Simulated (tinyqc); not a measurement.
# Bandgap voltage reference from two bipolar transistors: output against temperature

Two transistors of area 1 and N carry the same current I. Is(T) = Is (T/T0)^eta exp[(Vg0 q/kB)(1/T0 - 1/T)], VBE1 = Vt ln(I/Is(T)) + I rb, VBE2 = Vt ln(I/(N Is(T))) + I rb/N. The amplifier forces I R1(T) = VBE1 - VBE2 + Vos, with R(T) = R (1 + tc (T - T0)) for both resistors, and the output is Vref = VBE1 + I R2(T). Base currents and the Early effect are neglected.

Vt = kB T/q; I = (Vt ln N + Vos)/(R1(T) - rb (1 - 1/N)).

Parameters, values chosen for the exercise; values of the order met in silicon bipolar transistors:
```
symbol    value   unit                                                   meaning
T0          298      K                                     reference temperature
Vg0       1.202      V                      band-gap voltage extrapolated to 0 K
eta           3                   temperature exponent of the saturation current
Is      7.2e-17      A           saturation current of the unit transistor at T0
N            15                              area ratio of the second transistor
R1          4.6   kohm  resistor across which the difference of VBE falls, at T0
tc            0  ppm/K                 temperature coefficient of both resistors
Vos         2.6     mV                                   offset of the amplifier
rb           13    ohm                  series resistance of the unit transistor
R2        36.58   kohm                                     output resistor at T0
```

Constants: q = 1.602176634e-19 C, kB = 1.380649e-23 J/K. Results are converted to the units shown.

Results:
```
T (K)  I (uA)  VBE1 (V)  I R2 (V)  Vref (V)  Vref - Vref(T0) (mV)  dVref/dT (uV/K)
218     11.66    0.8253    0.4264     1.252                 5.776           -43.84
233     12.42    0.7967    0.4543     1.251                 5.032           -55.32
253     13.44    0.7582    0.4915     1.250                 3.781           -69.52
298     15.72    0.6707    0.5752     1.246                     0           -97.76
323     17.00    0.6216    0.6217     1.243                -2.620           -111.7
348     18.27    0.5721    0.6682     1.240                -5.574           -124.5
373     19.54    0.5223    0.7147     1.237                -8.838           -136.5
398     20.81    0.4722    0.7613     1.233                -12.39           -147.7
423     22.08    0.4219    0.8078     1.230                -16.21           -158.2
```

Estimate the missing row, T = 273 K.

Computed row:
```
T (K)  I (uA)  VBE1 (V)  I R2 (V)  Vref (V)  Vref - Vref(T0) (mV)  dVref/dT (uV/K)
273     14.45    0.7195    0.5287     1.248                 2.258           -82.65
```

With this row back in the table: VBE1 falls by 1.97 mV/K on average and I R2 rises by 1.86 mV/K. The slope of Vref vanishes at T = 169 K. Between 233 and 398 K Vref spans 17.4 mV, or 84.9 ppm/K by the box method (span over the average over T, over 165 K).

Computed by the program tinyqc: `OMP_NUM_THREADS=1 python tinyqc.py 2062055 2062056 out.jsonl`, one thread of a shared Intel Xeon 2.30GHz, about 0.03 s for the whole run.
